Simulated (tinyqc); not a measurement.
Doping from the body effect.

Inverse problem. The threshold of a long MOSFET, counted against the source, shifts by gamma (sqrt(2 phiF + Vsb) - sqrt(2 phiF)) with gamma = sqrt(2 eps0 eps_r q N)/Cox. Find 2 phiF, gamma and N from two shifts.

Inputs (values chosen for the exercise):
```
symbol,value,unit,meaning
eps_r,15.9,,relative permittivity
```

Constants: q = 1.602176634e-19 C, eps0 = 8.8541878128e-14 F/cm where lengths are in cm. Results are converted to the units shown.

|VT - VT(0)| at source-body biases 1.1 and 3.1 V (V): 0.19959170  0.43151440
Cox = 1.5621317 uF/cm^2

Answer. The ratio of the shifts depends on 2 phiF alone and rises steadily with it, so it fixes 2 phiF; either shift then gives gamma, and gamma gives N.

2 phiF = 0.575 V
gamma = 0.372 V^0.5
N = 7.50e17 cm^-3

tinyqc, about 0.01 s, one thread, Intel Xeon 2.30GHz (shared host): `OMP_NUM_THREADS=1 python tinyqc.py 2060046 2060047 out.jsonl`
